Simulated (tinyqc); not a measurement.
Koster-Slater impurity in an sp3s* host, step by step. Values are carried at full precision from step to step, so a last printed digit may differ when a step is redone from the rounded ones.

sp3s* tight binding, nearest neighbours only: anion (a) at 0, cation (c) at a/4 (1,1,1), orbitals s, px, py, pz, s* on each; k in units of 2 pi/a. With phases e_j = exp(i (pi/2) k.n_j) for n = (1,1,1), (1,-1,-1), (-1,1,-1), (-1,-1,1): g0 = (e1+e2+e3+e4)/4, g1 = (e1+e2-e3-e4)/4, g2 = (e1-e2+e3-e4)/4, g3 = (e1-e2-e3+e4)/4. The diagonal holds the levels Esa, Epa, Exa (s*) and Esc, Epc, Exc. Anion-cation block: <sa|sc> = Vss g0; <sa|xc> = Vsapc g1; <xa|sc> = -Vscpa g1; <xa|xc> = Vxx g0; <xa|yc> = <ya|xc> = Vxy g3, <xa|zc> = <za|xc> = Vxy g2, <ya|zc> = <za|yc> = Vxy g1; <s*a|xc> = Vxapc g1; <xa|s*c> = -Vpaxc g1; y and z take g2 and g3 in place of g1; s-s* and s*-s* vanish.

Values chosen for the exercise (out of a larger set: near a published set for Si; not measured data):

| symbol | value | unit | meaning |
|---|---|---|---|
| p | (-4.191, 1.716, -4.191, 1.716, 6.671, 6.671, -8.287, 1.709, 4.586, 5.72, 5.72, 5.367, 5.367) | eV | order Esa, Epa, Esc, Epc, Exa, Exc, Vss, Vxx, Vxy, Vsapc, Vscpa, Vxapc, Vpaxc |
| N | 6 |  | mesh |
| V | 29.3 | eV | shift of the p levels |

## The gap of the host

Gaps from the top of the valence band to Gamma, to the minimum on (x,0,0) from 0.5 to 1, and to L; the smallest is Eg.

top of the valence band on the scale of the parameters = 0.0070 eV

gaps (eV): Gamma 3.4180, Delta 1.1622, L 2.4827

Eg (smallest gap of the host) = 1.1622 eV

## Where the weight lies

A defect on an anion site (a) shifts the s level there by Vs or the three p levels by Vp and leaves the rest. A level in the gap solves 1/Vs = G_s(E) (symmetry A1) or 1/Vp = G_p(E) (T2, threefold), with G(E) = (1/N^3) sum over k and bands of w/(E - e), where w is the weight of the state on the s orbital of that site, or the mean weight on its px, py, pz. Mesh: k = f1 (-1,1,1) + f2 (1,-1,1) + f3 (1,1,-1), f = (j + 1/2)/N, j = 0 to N - 1. Energies from the top of the valence band at Gamma; the s* orbital of the site is left as it is. An infinite shift removes the s or p orbitals, the model of the ideal vacancy: G(E) = 0.

For each band: mean energy over the mesh and summed weights; each column of weights adds to one.

Bands:

| band | mean energy (eV) | s weight | p weight |
|---|---|---|---|
| 1 | -10.109 | 0.4141 | 0.0262 |
| 2 | -6.124 | 0.1975 | 0.0899 |
| 3 | -2.270 | 0.0058 | 0.1644 |
| 4 | -1.823 | 0.0019 | 0.1659 |
| 5 | 1.772 | 0.0778 | 0.0783 |
| 6 | 2.669 | 0.2397 | 0.0429 |
| 7 | 5.257 | 0.0009 | 0.1652 |
| 8 | 5.694 | 0.0153 | 0.1560 |
| 9 | 9.660 | 0.0309 | 0.0460 |
| 10 | 10.461 | 0.0162 | 0.0651 |

The filled bands hold 0.619 of the s orbital and 0.446 of each p orbital of the anion. Filled states add positive terms to G in the gap and empty ones negative terms.

## Green functions across the gap

G at nine energies E = Eg j/8.

G(E) (1/eV):

| E (eV) | G_s | G_p |
|---|---|---|
| 0.0000 | -0.07120 | 0.10071 |
| 0.1453 | -0.08384 | 0.06236 |
| 0.2905 | -0.09829 | 0.03528 |
| 0.4358 | -0.11524 | 0.01118 |
| 0.5811 | -0.13574 | -0.01258 |
| 0.7264 | -0.16159 | -0.03805 |
| 0.8716 | -0.19624 | -0.06816 |
| 1.0169 | -0.24829 | -0.10959 |
| 1.1622 | -0.37181 | -0.20700 |

Both fall with E, as dG/dE = -sum w/(E - e)^2 demands. G_s keeps its sign, so the vacancy has no level of this symmetry in the gap. G_p changes sign, so the vacancy has a level of this symmetry in the gap.

## A first estimate from the table

A defect that shifts the p level of its anion site by V has a level where the host Green function G_p(E) equals 1/V; E is counted from the top of the valence band. Find it by linear interpolation between the two rows that bracket it.

1/V = 0.03413 1/eV
estimated level = 0.297 eV

## The level and its weight on the defect

Solve by bisection with the full sum. The weight of the bound state on the shifted orbital is G^2/(-G'), which is also dE/dV.

level = 0.2972 eV
G'(E) = -0.17127 1/eV^2
weight on the defect orbital = 0.0068

The level lies 0.297 eV above the valence band and 0.865 eV below the conduction band. Only 0.7 % of it sits on the shifted orbital, the rest on other orbitals, so a shift of 1 eV moves the level by about 7 meV.

## Checks

- Sum of the s weights over all bands against one: both 1.00000.
- First moment of the s weights against the s level of the site, on the scale of the parameters: both -4.19100.

Program tinyqc; command `OMP_NUM_THREADS=1 python tinyqc.py 1480466 1480467 out.jsonl`; about 0.2 s on one thread of a shared Intel(R) Xeon(R) Processor @ 2.30GHz.
